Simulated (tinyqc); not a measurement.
Inside a calculation. Model: reverse leakage of an n+-p junction: diffusion, generation, trap-assisted and band-to-band tunnelling.

Computed by the program tinyqc: `OMP_NUM_THREADS=1 python tinyqc.py 2290010 2290011 out.jsonl`, one thread of a shared Intel Xeon 2.30GHz, about 0.01 s for the whole run. Printed values are rounded; ~0 in a residual or rate marks an entry under 1e-11 of the largest of its column.

One-sided abrupt junction in the depletion approximation, x from the junction (0) to W on the p side, field F = F0 (1 - x/W). Flat quasi-Fermi levels, long p side. Traps generate through SRH with both lifetimes shortened by 1 + Gamma (Hurkx enhancement, form for moderate fields); band-to-band generation is local and needs a total bending above Eg.

Values chosen for this exercise; band and dielectric values close to those of silicon:
```
symbol    value                 unit                                             meaning
T           250                    K                                         temperature
Eg         1.13                   eV                                            band gap
eps_r      11.7                                                    relative permittivity
Nc      2.16e19                cm^-3              conduction-band density of states at T
Nv      1.99e19                cm^-3                 valence-band density of states at T
Na       5.9e17                cm^-3                acceptor density of the lighter side
Nd         1e20                cm^-3                   donor density of the heavier side
tau        2e-8                    s         SRH lifetime of both carriers at zero field
Et        -0.05                   eV                trap level above the intrinsic level
mt         0.25                   m0                                     tunnelling mass
Dn          9.6               cm^2/s  electron diffusion coefficient on the lighter side
Ab       3.9e14  cm^-0.5 V^-2.5 s^-1                              band-to-band prefactor
Bb       1.83e7                 V/cm                         band-to-band field constant
VR          0.7                    V                                        reverse bias
```

Constants: q = 1.602176634e-19 C, kB = 1.380649e-23 J/K, hbar = 1.054571817e-34 J s, m0 = 9.1093837015e-31 kg, Vt = kB T/q, eps0 = 8.8541878128e-14 F/cm where lengths are in cm. Results are converted to the units shown.

Range of the model: F0 exceeds 1.9 FG, near the end of the range of this form of the enhancement factor, beyond which it overestimates the tunnelling. The n+ side is degenerate, so Vbi from Boltzmann statistics is only a guide.

## Field, scales and diffusion current

ni = sqrt(Nc Nv) exp(-Eg/(2 Vt)), Eg in volts; Vbi = Vt ln(Na Nd/ni^2); W = sqrt(2 eps0 eps_r (Vbi + VR)/(q Na)); F0 = 2 (Vbi + VR)/W; FG = sqrt(24 mt m0 (kB T)^3)/(q hbar); J_diff = q ni^2 sqrt(Dn/tau)(1 - exp(-VR/Vt))/Na.

ni = 8.44802e7 cm^-3
Vbi = 1.08722 V
W = 62.5878 nm
F0 = 571.107 kV/cm
FG = 280.588 kV/cm
J_diff = 4.24608e-17 A/cm^2

## Generation rates across the layer

u = (Vbi + VR)(1 - x/W)^2, p = Na exp(-u/Vt), n = Nd exp((u - Vbi - VR)/Vt); G0 = ni^2 (1 - exp(-VR/Vt))/(tau (n + p + 2 ni cosh(Et/Vt))); Gamma = 2 sqrt(3 pi)(F/FG) exp((F/FG)^2); trap-assisted part G0 Gamma; G_bb = Ab F^2.5 exp(-Bb/F) with F in V/cm, zero unless Vbi + VR > Eg. 13 equal steps.

| point | x (nm) | F (kV/cm) | Gamma | G0 (cm^-3 s^-1) | G0 Gamma (cm^-3 s^-1) | G_bb (cm^-3 s^-1) |
|---|---|---|---|---|---|---|
| 0 | 0.0000 | 571.107 | 787.096 | 3568.45 | 2.80871e6 | 1.16614e15 |
| 1 | 4.8144 | 527.176 | 393.649 | 7.62379e8 | 3.00110e11 | 6.60952e13 |
| 2 | 9.6289 | 483.245 | 205.333 | 5.31297e13 | 1.09093e16 | 2.26555e12 |
| 3 | 14.4433 | 439.313 | 111.556 | 4.10681e14 | 4.58141e16 | 4.04632e10 |
| 4 | 19.2578 | 395.382 | 63.0171 | 4.10773e14 | 2.58858e16 | 3.03782e8 |
| 5 | 24.0722 | 351.451 | 36.9250 | 4.10767e14 | 1.51676e16 | 6.95105e5 |
| 6 | 28.8867 | 307.519 | 22.3684 | 4.01025e14 | 8.97028e15 | ~0 |
| 7 | 33.7011 | 263.588 | 13.9408 | 2.67394e13 | 3.72768e14 | ~0 |
| 8 | 38.5156 | 219.657 | 8.87150 | 1.29176e11 | 1.14599e12 | ~0 |
| 9 | 43.3300 | 175.725 | 5.69208 | 1.55822e9 | 8.86952e9 | ~0 |
| 10 | 48.1445 | 131.794 | 3.59591 | 5.01553e7 | 1.80354e8 | ~0 |
| 11 | 52.9589 | 87.863 | 2.12073 | 4.30902e6 | 9.13828e6 | ~0 |
| 12 | 57.7734 | 43.931 | 0.985184 | 9.88132e5 | 9.73493e5 | ~0 |
| 13 | 62.5878 | 0.000 | 0 | 6.04822e5 | 0 | 0 |

## Current components

Each current is q times the trapezoid sum of its rate; J adds J_diff; J_bb under 1e-8 of the sum is given as 0.

J_SRH = 1.32153e-10 A/cm^2
J_TAT = 8.26289e-9 A/cm^2
J_bb = 5.02519e-11 A/cm^2
J = 8.44530e-9 A/cm^2

A fine grid gives J = 9.462e-9 A/cm^2; the coarse sum is 11 % below it. On the fine grid the largest part is trap-assisted tunnelling (98.2 %). The simple estimate q ni W/(2 tau cosh(Et/Vt)) is 2.96 times the fine-grid J_SRH of 1.391e-10 A/cm^2, since near both edges n or p is large enough to quench generation.
